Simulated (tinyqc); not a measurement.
# Changing the temperature T

Model: Bloch-Grueneisen resistivity of a metal. Computed by tinyqc, a small Python program. Command: `OMP_NUM_THREADS=1 python tinyqc.py 3011681 3011682 out.jsonl bg sweep`. One thread of a shared host (Intel(R) Xeon(R) Processor @ 2.30GHz), about 0.01 s of CPU time with the checks.

Electrons scatter from a Debye spectrum of phonons (n = 5 for scattering within one band, n = 3 for scattering into a second, heavy band) and from static defects.

Inputs (values chosen for the exercise, modelled on aluminium):

| quantity | value | unit |
|---|---|---|
| exponent n | 5 | - |
| Debye temperature Theta | 403 | K |
| transport coupling lambda_tr | 0.32 | - |
| Drude plasma energy hbar w_p | 12 | eV |
| residual resistivity rho_0 | 0.18 | microohm cm |

Addition: none.

Constants: k_B = 1.380649e-23 J/K; hbar = 1.054571817e-34 J s; eps_0 = 8.8541878128e-12 F/m; hbar = 6.582119569e-16 eV s; k_B = 8.617333262e-05 eV/K.

Method:
- rho_ph = (n - 1) rho_1 (T/Theta)^n J_n(Theta/T), with rho_1 = 2 pi lambda_tr k_B Theta/(hbar eps_0 w_p^2), the high-temperature line at T = Theta.
- J_n(y) = int_0^y x^n e^x/(e^x - 1)^2 dx, by 96 Gauss-Legendre points (upper limit at most 60).
- Matthiessen's rule: rho = rho_0 + rho_ph.
- Temperature coefficient (1/rho) d rho/dT by a central difference of +/- 0.5 K; residual ratio rho(295 K)/rho(4.2 K); scattering time tau = 1/(eps_0 w_p^2 rho); Wiedemann-Franz kappa = L_0 T/rho, L_0 = (pi^2/3)(k_B/e)^2.

One run for each value:

| temperature T (K) | resistivity rho (microohm cm) | phonon resistivity rho_ph (microohm cm) | temperature coefficient (1e-3/K) | Wiedemann-Franz conductivity (W/(m K)) |
|---|---|---|---|---|
| 10 | 0.1800 | 1.6878e-05 | 4.7114e-02 | 135.71 |
| 16 | 0.1802 | 1.7698e-04 | 3.0755e-01 | 216.94 |
| 27 | 0.1824 | 2.4150e-03 | 2.4388e+00 | 361.60 |
| 45 | 0.2076 | 2.7588e-02 | 1.2983e+01 | 529.58 |
| 74 | 0.3597 | 1.7968e-01 | 2.0917e+01 | 502.62 |
| 120 | 0.7889 | 6.0886e-01 | 1.3056e+01 | 371.62 |
| 200 | 1.6197 | 1.4397e+00 | 6.3034e+00 | 301.65 |
| 330 | 2.9002 | 2.7202e+00 | 3.3000e+00 | 277.98 |
| 550 | 4.9557 | 4.7757e+00 | 1.8556e+00 | 271.13 |
| 900 | 8.1411 | 7.9611e+00 | 1.1107e+00 | 270.08 |

Describe and explain the trends.

Over the rows, resistivity rho (microohm cm) rises from 0.180 to 8.14 (exponent d ln y / d ln x 0.0019 between the first rows and 1.0 between the last); phonon resistivity rho_ph (microohm cm) rises from 1.69e-5 to 7.96 (exponent d ln y / d ln x 5.0 between the first rows and 1.0 between the last); temperature coefficient (1e-3/K) goes from 0.0471 through a maximum among these rows, 20.9 at 74.0, to 1.11. At the low end the exponent of phonon resistivity rho_ph is 5.00, close to 5: the T^5 law. At the high end the exponent of phonon resistivity rho_ph is 1.04, close to 1: the linear law of classical vibrations. At the low end the exponent of Wiedemann-Franz conductivity is 1.00, close to 1: defect scattering, constant rho.

Caution (rows 74.0, 120, 200): below about Theta/2 small-angle phonon scattering degrades heat flow more than charge flow, so a thermal conductivity taken from rho by the Wiedemann-Franz law would be too high.

Extremes, crossings and ranges named in words are read from the listed rows.
